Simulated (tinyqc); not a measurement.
Inside a calculation. Method: tight binding, kagome lattice. One step of it, computed by the program tinyqc.

Question. Bloch Hamiltonian at K. H_AB = -t1 - t2 exp(-i k.a1), H_AC = -t1 - t2 exp(-i k.a2), H_BC = -t1 - t2 exp(i k.(a1 - a2)), H_CC = delta.

Parameters chosen for this model:
```
parameter      value                unit
t1          1.830000    eV, up triangles
t2          1.330000  eV, down triangles
delta      -0.100000        eV on site C
```

k point K (fractions of the reciprocal vectors): 0.333333  0.666667

Give: H(k) at K.

Answer.

H(k) at K (eV):
```
                 A                B                C
A           0.0000  -1.1650+1.1518i  -1.1650-1.1518i
B  -1.1650-1.1518i           0.0000  -1.1650+1.1518i
C  -1.1650+1.1518i  -1.1650-1.1518i          -0.1000
```
